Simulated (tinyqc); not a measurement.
Hot electrons in a saturated n-channel MOSFET, lucky-electron model: effect of the oxide thickness.

Beyond pinch-off the lateral field grows as Esat cosh(y/l) over the velocity-saturated region (pseudo-two-dimensional model). Impact ionisation in this region gives the substrate current, which biases the body forward through Rsub. Currents are per width. Local-field laws: they overstate ionisation when the field peak is narrower than an energy relaxation length.

Cox = 3.9 eps0/tox, l = sqrt(3 tox xj), Esat = 2 vs/mu. Overdrive g = Vg - VT + kb Vb; Vdsat = g Esat L/(g + Esat L); Id = Cox vs (g - Vdsat); dV = Vd - Id Rd - Vdsat; Em = sqrt((dV/l)^2 + Esat^2); Isub = Id (Ai/Bi) l Em exp(-Bi/Em). Vb = Rsub Isub is solved self-consistently. Lifetime tau = (Hl/Id)(Isub/Id)^(-m); 1 year = 3.15576e7 s.

Inputs (values chosen for the exercise); values close to those of silicon n-channel devices:
```
symbol  value        unit                                   meaning
L         0.5          um                            channel length
xj        190          nm                            junction depth
VT       0.75           V                                 threshold
mu        380  cm^2/(V s)                        effective mobility
vs      8.4e6        cm/s                       saturation velocity
Ai        2e6        1/cm                      ionisation prefactor
Bi       1.85       MV/cm                          ionisation field
Rd        700      ohm um     resistance of the lightly doped drain
Rsub     4900      ohm um                      substrate resistance
kb       0.27              fall of VT per volt of forward body bias
m         2.9                                     lifetime exponent
Hl      32000     s uA/um                         lifetime constant
Vd        3.5           V                             drain voltage
Vg        2.1           V                              gate voltage
```

Constants: eps0 = 8.8541878128e-14 F/cm where lengths are in cm. Results are converted to the units shown.

Results:
```
tox (nm),Id (uA/um),Em (MV/cm),Isub (uA/um),Isub/Id,tau (years)
7.2,207.93,0.39486,5.2486,0.025242,0.20988
8.9,167.54,0.35979,2.7139,0.016198,0.94293
11,135.26,0.32712,1.3252,0.0097974,5.0195
17,87.371,0.26786,0.24933,0.0028537,277.96
21,70.712,0.24283,0.099769,0.0014109,2648.5
26,57.108,0.21986,0.036628,6.4137e-4,32264
```

Estimate the missing row, tox = 14 nm.

Computed row:
```
tox (nm),Id (uA/um),Em (MV/cm),Isub (uA/um),Isub/Id,tau (years)
14,106.14,0.29298,0.54365,0.0051218,41.958
```

With this row back in the table: As tox goes from 7.2 to 26 nm, Em falls from 0.395 to 0.220 MV/cm, Isub falls from 5.25 to 0.0366 uA/um and tau rises from 0.210 to 32300 years. From the first row to the last, log10(tau) changes by 5.2: 4.6 from (Isub/Id)^(-m), which holds Em and l, and 0.56 from 1/Id. For tox = 21 to 26 nm tau is a far extrapolation that only says that hot carriers are no limit.

Program tinyqc, `OMP_NUM_THREADS=1 python tinyqc.py 2550013 2550014 out.jsonl`; Intel Xeon 2.30GHz, shared host, one thread, about 0.01 s.
